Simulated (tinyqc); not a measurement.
Inside a calculation. Model: thermionic-field emission through a Schottky barrier, WKB.

Numbers from tinyqc (`OMP_NUM_THREADS=1 python tinyqc.py 2640054 2640055 out.jsonl`; about 0.04 s on one thread of a shared Intel Xeon 2.30GHz). Printed values are rounded.

Metal on an n-type semiconductor with one parabolic valley; V > 0 is forward bias (metal positive). Energies E are counted from the conduction edge of the neutral semiconductor, whose Fermi level lies at -xi; that of the metal lies at -xi - V. The barrier is a parabola of height Vd = phi - xi - V (depletion approximation, no image force).

Parameters, values chosen for the exercise; band and dielectric values close to those of indium phosphide:
```
symbol,value,unit,meaning
T,350,K,temperature
me,0.0789,m0,electron mass
eps_r,12.4,,relative permittivity
phi,0.9,eV,barrier height seen from the metal
Nd,1.4e19,cm^-3,donor density
V,0.19,V,bias
nE,13,,points of the energy grid
Eb,0.7,eV,upper end of the energy grid
```

Constants: q = 1.602176634e-19 C, kB = 1.380649e-23 J/K, hbar = 1.054571817e-34 J s, h = 6.62607015e-34 J s, m0 = 9.1093837015e-31 kg, Vt = kB T/q, eps0 = 8.8541878128e-14 F/cm where lengths are in cm. Results are converted to the units shown.

Range of the model: The depletion approximation, a parabolic band and the neglect of image-force lowering make these currents estimates at high doping.

## Fermi level, barrier and E00

Nc = 2 (2 pi me m0 kB T/h^2)^1.5 (times 1e-6 for cm^-3); Nd = Nc F12(-xi/Vt), F12(x) = (2/sqrt(pi)) int_0^infinity sqrt(u)/(1 + exp(u - x)) du; E00 = (hbar/2) sqrt(Nd/(me m0 eps0 eps_r)) in SI units (volts). W = sqrt(2 eps0 eps_r Vd/(q Nd)).

Nc = 7.00822e17 cm^-3
xi = -0.265613 eV
Vd = 0.975613 V
W = 9.77282 nm
E00 = 70.2331 meV
E00/Vt = 2.32863

By a common rule of thumb, E00/Vt below 0.5 marks thermionic emission, 0.5 to 5 thermionic-field emission and above 5 field emission. By that rule alone: thermionic-field emission; with a high barrier, tunnelling near its top can carry most of the current even below 0.5.

## Current density on a coarse grid

For E < Vd, ln T(E) = -(Vd/E00) [sqrt(1 - y) - y ln((1 + sqrt(1 - y))/sqrt(y))], y = E/Vd; T(E) = 1 above. J = A* T (q/kB) int_0^infinity T(E) N(E) dE, N = ln[(1 + exp((-xi - E)/Vt))/(1 + exp((-xi - V - E)/Vt))], A* = 4 pi q me m0 kB^2/h^3 (times 1e-4 for A/(cm^2 K^2)). Simpson's rule on nE equally spaced points from 0 to Eb.

```
point,E (eV),T(E),N,T(E) N
0,0.000000,9.27221e-7,6.22139,5.76860e-6
1,0.058333,7.99593e-6,5.85347,4.68039e-5
2,0.116667,3.82719e-5,4.71736,1.80543e-4
3,0.175000,1.45408e-4,3.01635,4.38602e-4
4,0.233333,4.72894e-4,1.35977,6.43028e-4
5,0.291667,0.00136383,0.350975,4.78670e-4
6,0.350000,0.00355981,0.0590414,2.10176e-4
7,0.408333,0.00851938,0.00875420,7.45803e-5
8,0.466667,0.0188584,0.00127024,2.39547e-5
9,0.525000,0.0388434,1.83721e-4,7.13636e-6
10,0.583333,0.0747458,2.65602e-5,1.98526e-6
11,0.641667,0.134698,3.83948e-6,5.17172e-7
12,0.700000,0.227540,5.55022e-7,1.26290e-7
```

J = 4725.41 A/cm^2

The integrand peaks at E = 0.233 eV among these points, 0.24 of the barrier height. A converged quadrature gives 4741 A/cm^2 (this grid is 0.34 % below that), of which 1.5e-6 % passes over the barrier.
